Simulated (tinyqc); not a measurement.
From results back to parameters: deep level as a short-range spherical well. Three cases, with inputs chosen for the exercise.

Problem. In the Lucovsky model sigma goes as (h nu - Et)^(3/2)/(h nu)^3. The ratio of the cross-sections at h1 and h2 was computed from a hidden Et.

Case 1.

Values chosen (out of a larger set: near those of Si; not measured data): h1 = 0.183 eV (first photon energy); h2 = 0.319 eV (second photon energy).

sigma(h1)/sigma(h2) = 0.474999

Case 2.

Values chosen (out of a larger set: near those of 4H SiC; not measured data): h1 = 0.557 eV (first photon energy); h2 = 1.024 eV (second photon energy).

sigma(h1)/sigma(h2) = 0.602334

Case 3.

Values chosen (out of a larger set: near those of GaAs; not measured data): h1 = 0.503 eV (first photon energy); h2 = 0.835 eV (second photon energy).

sigma(h1)/sigma(h2) = 0.349144

Find: y = (h1 - Et)/(h2 - Et); Et.

Solution. y = [ratio (h1/h2)^3]^(2/3), and Et = (h1 - y h2)/(1 - y): the plot of (sigma (h nu)^3)^(2/3) against h nu is a line through Et.

Case 1.

y = (h1 - Et)/(h2 - Et) = 0.2003
Et = 0.149 eV

Case 2.

y = (h1 - Et)/(h2 - Et) = 0.2110
Et = 0.432 eV

Case 3.

y = (h1 - Et)/(h2 - Et) = 0.1799
Et = 0.430 eV

Computed by tinyqc, one run a case: `OMP_NUM_THREADS=1 python tinyqc.py N N+1 out.jsonl` with N = 1250061, 1250067, 1250285; one thread of a shared Intel(R) Xeon(R) Processor @ 2.30GHz, about 0.01 s a run at most.
